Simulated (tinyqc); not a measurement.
Energy and delay of logic against supply voltage: optimum supplies against the activity factor.

One expression serves below and above threshold: I(Vg) = Ik [ln(1 + exp((Vg - VT + dd V)/(al nf Vt)))]^al, with I_on = I(V) and I_off = I(0). Gate delay td = kd C V/I_on, clock period LD td. Per gate and cycle the switching energy is act C V^2 and the leakage energy I_off V LD td. No short-circuit current, no variation. Minima are sought above 0.09 V; below a few Vt gates no longer switch and the model has no meaning.

V_min minimises the energy and V_EDP the product of energy and td.

Parameters, values chosen for the exercise; values of the order met in logic technologies:
```
symbol  value  unit                               meaning
T         300     K                           temperature
VT       0.37     V  threshold voltage at zero drain bias
nf        1.4                                slope factor
dd       0.03         barrier lowering per volt of supply
Ik       0.43    uA            specific current of a gate
al       1.27                 exponent of the current law
C         2.1    fF            load capacitance of a gate
kd        1.1                                delay factor
LD         60                                 logic depth
```

Constants: q = 1.602176634e-19 C, kB = 1.380649e-23 J/K, Vt = kB T/q. Results are converted to the units shown.

Result of one run:

| V_min (V) | energy at V_min (aJ) | leakage share (%) | clock at V_min (MHz) | V_EDP (V) | clock at V_EDP (GHz) |
|---|---|---|---|---|---|
| 0.2712 | 21.62 | 28.52 | 0.8603 | 0.6231 | 0.04759 |

Which activity factor act gave this result: 0.005, 0.02, 0.05, 0.1 or 0.2?

act = 0.1.

The whole series:

| act | V_min (V) | energy at V_min (aJ) | leakage share (%) | clock at V_min (MHz) | V_EDP (V) | clock at V_EDP (GHz) |
|---|---|---|---|---|---|---|
| 0.002 | 0.4469 | 1.408 | 40.40 | 17.78 | 0.6803 | 0.05591 |
| 0.005 | 0.4021 | 2.524 | 32.74 | 10.61 | 0.6494 | 0.05151 |
| 0.01 | 0.3709 | 4.077 | 29.16 | 6.623 | 0.6365 | 0.04961 |
| 0.02 | 0.3408 | 6.711 | 27.31 | 3.851 | 0.6293 | 0.04854 |
| 0.05 | 0.3015 | 13.10 | 27.14 | 1.700 | 0.6247 | 0.04784 |
| 0.1 | 0.2712 | 21.62 | 28.52 | 0.8603 | 0.6231 | 0.04759 |
| 0.2 | 0.2400 | 35.18 | 31.21 | 0.4166 | 0.6223 | 0.04747 |
| 0.5 | 0.1959 | 64.40 | 37.44 | 0.1492 | 0.6218 | 0.04740 |

As act goes from 0.002 to 0.5, V_min falls from 0.447 to 0.196 V, the energy there rises from 1.41 to 64.4 aJ, the clock there falls from 17.8 to 0.149 MHz and V_EDP falls from 0.680 to 0.622 V. act and LD enter V_min only through the ratio act/LD.

Program tinyqc, `OMP_NUM_THREADS=1 python tinyqc.py 2082077 2082078 out.jsonl`; Intel Xeon 2.30GHz, shared host, one thread, about 0.01 s.
